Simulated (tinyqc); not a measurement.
Phonon transmission through an interface between two chains by Green functions: one step, computed by the program tinyqc. Command: `OMP_NUM_THREADS=1 python tinyqc.py 3025109 3025110 out.jsonl agf walk`. One thread of a shared host (Intel(R) Xeon(R) Processor @ 2.30GHz), about 0.01 s of CPU time with the checks.

Two semi-infinite chains (masses m_1, m_2; springs k_1, k_2), motion along the chain. The central region holds the end atom of each chain and two interlayer atoms of mass m_b, joined by springs k_b. lambda = omega^2 in eV/(angstrom^2 u); nu = 15.6333042 THz x sqrt(lambda).

Question. Self-energies and the matrix at the probe frequency. In chain i, sin(q_i a/2) = nu/nu_max,i. An outgoing wave makes the next atom move as exp(i q_i a) times the end atom, so the lead adds the self-energy Sigma_i = -k_i exp(i q_i a) to the force-constant matrix; Gamma_i = -2 Im Sigma_i = 2 k_i sin(q_i a). A = lambda M - K - Sigma over the central atoms, with K_ii the sum of the springs at i, K_(i,i+1) = -k_b; G = inverse of A; transmission = Gamma_1 Gamma_2 |G_(first,last)|^2.

Inputs (values chosen for the exercise, for two model chains):
```
quantity             value           unit
mass m_1              77.3              u
spring k_1            2.34  eV/angstrom^2
mass m_2              41.6              u
spring k_2             2.6  eV/angstrom^2
junction spring k_b   1.88  eV/angstrom^2
interlayer mass m_b   37.1              u
```

Atoms in the interlayer: two.

probe frequency = 4.243201 THz

band top of chain 1 = 5.440001 THz

band top of chain 2 = 7.816652 THz

Constants: nu for 1 eV/(angstrom^2 u) = 15.6333042 THz.

Give: q_1 a; q_2 a; Gamma_1; Gamma_2; A (complex symmetric).

Answer.

q_1 a = 1.789 rad

q_2 a = 1.148 rad

Gamma_1 = 4.569 eV/angstrom^2

Gamma_2 = 4.741 eV/angstrom^2

A (complex symmetric) (eV/angstrom^2):
```
              end of 1  layer 1  layer 2       end of 2
end of 1  0.967+2.284i    1.880    0.000          0.000
layer 1          1.880   -1.027    1.880          0.000
layer 2          0.000    1.880   -1.027          1.880
end of 2         0.000    0.000    1.880  -0.348+2.371i
```
